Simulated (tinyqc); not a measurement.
Error of the time step: velocity overshoot from momentum and energy balance equations after a field step. Computed by tinyqc, a small Python program. Command: `OMP_NUM_THREADS=1 python tinyqc.py 3017281 3017282 out.jsonl overshoot walk`. One thread of a shared host (Intel(R) Xeon(R) Processor @ 2.30GHz), about 0.03 s of CPU time with the checks.

At t = 0 the field jumps from 0 to F in a uniform sample. v is the drift velocity and u = w - (3/2) k_B T the excess energy per carrier.

Inputs (values chosen for the exercise, modelled on electrons in 4H-SiC except for tau_E):

| quantity | value | unit |
|---|---|---|
| effective mass m | 0.34 | m_0 |
| low-field mobility mu_0 | 880 | cm^2/(V s) |
| saturation velocity v_s | 2.1 | 1e7 cm/s |
| energy relaxation time tau_E | 0.24 | ps |
| field after the step F | 220 | kV/cm |
| lattice temperature T | 300 | K |
| time step dt | 1.5 | fs |

Scheme: implicit in the damping.

Constants: m_0 = 9.1093837015e-31 kg; e = 1.602176634e-19 C; k_B = 8.617333262e-05 eV/K.

Method:
- dv/dt = e F/m - v/tau_m(u), du/dt = e F v - u/tau_E, tau_m(u) = tau_0/(1 + c u), tau_0 = m mu_0/e, c = mu_0/(e tau_E v_s^2); this choice gives the steady state v (1 + mu_0 F v/v_s^2) = mu_0 F, which saturates at v_s. Steady velocity v = 2 mu_0 F/(1 + sqrt(1 + 4 (mu_0 F/v_s)^2)); u = e F v tau_E; carrier temperature T + 2u/(3 k_B), neglecting the drift energy m v^2/2.
- Step: v_new = (v + dt e F/m)/(1 + dt/tau_m(u)), u_new = (u + dt e F v_new)/(1 + dt/tau_E). Start v = u = 0; the distance adds dt (v + v_new)/2.
- The peak velocity is recomputed with dt/2 and dt/4 and by an adaptive Runge-Kutta method (tolerance 1e-9).

tau_0 = 170.114 fs

acceleration e F/m = 0.113806 1e7 cm/s per fs

c = 8.31444 1/eV

steady velocity = 1.98919 1e7 cm/s

Peak velocity:

| step | v_peak (1e7 cm/s) | error (%) |
|---|---|---|
| dt | 4.5269 | -0.17175 |
| dt/2 | 4.5306 | -0.08931 |
| dt/4 | 4.5326 | -0.04575 |
| adaptive | 4.5347 | 0.00000 |

What follows from these numbers?

The implicit scheme puts the peak 0.17 % too low; halving dt divides the error by 1.92, as a first-order method should. Caution: the excess energy exceeds 0.5 eV, where non-parabolicity, upper valleys and impact ionisation matter.

Extremes, crossings and ranges named in words are read from the listed rows.
